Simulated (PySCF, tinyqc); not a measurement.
CID on RHF in the sto-3g basis, for H4, spin multiplicity 1, step by step. The lowest restricted solution is unstable here: a spin-polarised one lies 0.0113 hartree lower (PySCF). One step of it, computed by the program tinyqc.

Problem. Iteration 2 (converged): orbitals. Diagonalise F' = X^T F X, C = X C', fill 2 alpha and 2 beta electrons from the bottom; D = 2 C_occ C_occ^T. Each column has its largest component positive (the first on a tie).

converged F (hartree):
```
           1H 1s      2H 1s      3H 1s      4H 1s
1H 1s  -0.182617  -0.390657  -0.069281  -0.054816
2H 1s  -0.390657  -0.182617  -0.054816  -0.069281
3H 1s  -0.069281  -0.054816  -0.182617  -0.390657
4H 1s  -0.054816  -0.069281  -0.390657  -0.182617
```

X:
```
           1H 1s      2H 1s      3H 1s      4H 1s
1H 1s   1.060577  -0.203064  -0.043914  -0.001955
2H 1s  -0.203064   1.060577  -0.001955  -0.043914
3H 1s  -0.043914  -0.001955   1.060577  -0.203064
4H 1s  -0.001955  -0.043914  -0.203064   1.060577
```

Give: F' = X^T F X; orbital energies; coefficients C; D after iteration 2.

Solution.

F' = X^T F X (hartree):
```
        1       2       3       4
1  -0.039  -0.374  -0.046  -0.001
2  -0.374  -0.039  -0.001  -0.046
3  -0.046  -0.001  -0.039  -0.374
4  -0.001  -0.046  -0.374  -0.039
```

orbital energies (hartree): MO1 -0.459, MO2 -0.367, MO3 0.289, MO4 0.379

coefficients C:
```
         MO1     MO2     MO3     MO4
1H 1s  0.406   0.452   0.611   0.653
2H 1s  0.406   0.452  -0.611  -0.653
3H 1s  0.406  -0.452   0.611  -0.653
4H 1s  0.406  -0.452  -0.611   0.653
```

D after iteration 2:
```
        1H 1s   2H 1s   3H 1s   4H 1s
1H 1s   0.737   0.737  -0.079  -0.079
2H 1s   0.737   0.737  -0.079  -0.079
3H 1s  -0.079  -0.079   0.737   0.737
4H 1s  -0.079  -0.079   0.737   0.737
```
